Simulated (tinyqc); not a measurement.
The whole curve: space-charge-limited current through a thin insulating or semi-insulating film with traps. Computed by tinyqc, a small Python program. Command: `OMP_NUM_THREADS=1 python tinyqc.py 3005590 3005591 out.jsonl sclc walk`. One thread of a shared host (Intel(R) Xeon(R) Processor @ 2.30GHz), about 0.01 s of CPU time with the checks.

One ohmic injecting contact at x = 0 (field zero), drift only, non-degenerate free carriers.

Inputs (values chosen for the exercise, modelled on Si3N4):
```
quantity                                            value        unit
permittivity eps                                      7.5           -
band mobility mu                                     0.12  cm^2/(V s)
effective density of states N_c                     1e+20      1/cm^3
trap density N_t                                  2.2e+16      1/cm^3
equilibrium Fermi level below the band edge, E_0     0.62          eV
thickness d                                          1000          nm
free density at the anode, in units of N_c        9.7e-05           -
temperature T                                         350           K
trap level E_t below the band edge                   0.44          eV
```

Traps: single level.

Constants: k_B = 8.617333262e-05 eV/K; e = 1.602176634e-19 C; eps_0 = 8.8541878128e-12 F/m.

Method:
- Free density n_0 = N_c exp(-E_0/k_B T) in equilibrium; trapped density n_t(n) = N_t/(1 + n_1/n), n_1 = N_c exp(-E_t/k_B T).
- theta = n/(n + n_t) at the anode density; trap-filled-limit voltage V_TFL = e (N_t - n_t(n_0)) d^2/(2 eps eps_0).
- J = e mu n F and (eps eps_0/e) dF/dx = n - n_0 + n_t(n) - n_t(n_0) = rho(n). With F = J/(e mu n): d = (eps eps_0 J/(e^2 mu)) I_1 and V = (eps eps_0 J^2/(e^3 mu^2)) I_2, I_k = int_(n_L)^infinity dn/(n^(k+1) rho(n)), n_L the density at the anode; with u = n_L/n, 200 Gauss-Legendre points in t, u = 1 - (1 - t)^2.
- The last column is d ln J/d ln V up to the next row.

V_TFL = 26.4718 V

Current against voltage:
```
n_L (1/cm^3)       V (V)  J (A/cm^2)   slope
1.20e+11      3.6042e-02  9.6604e-07  1.5810
5.10e+11      6.5564e-01  9.4803e-05  1.9980
2.10e+12      2.7974e+00  1.7209e-03  2.2607
8.50e+12      8.8348e+00  2.3166e-02  3.0686
3.50e+13      1.8297e+01  2.1633e-01  5.6461
1.40e+14      2.5008e+01  1.2625e+00  8.7590
5.80e+14      3.0037e+01  6.2843e+00  6.0105
2.40e+15      3.9466e+01  3.2425e+01  3.4915
9.70e+15      6.7066e+01  2.0649e+02  2.4799
4.00e+16      1.6780e+02  2.0074e+03  2.1370
1.60e+17      5.5527e+02  2.5898e+04  2.0358
6.60e+17      2.1642e+03  4.1305e+05       -
```

The slope starts at 1.58, peaks at 8.8 between 25.0 and 30.0 V and ends at 2.04. Rows below 0.30 V (10 k_B T/e) are formal, since diffusion from the contact rules there. Self-heating is left out, although J V exceeds 1e5 W/cm^2 at the last row. Rows above 300 V are formal, since the mean field exceeds 3 MV/cm and breakdown sets in. The steep part is the filling of the level near V_TFL = 26.5 V, from which N_t can be read; below it a slope near 2, where the rows show one, belongs to the square law scaled by theta.

Extremes, crossings and ranges named in words are read from the listed rows.
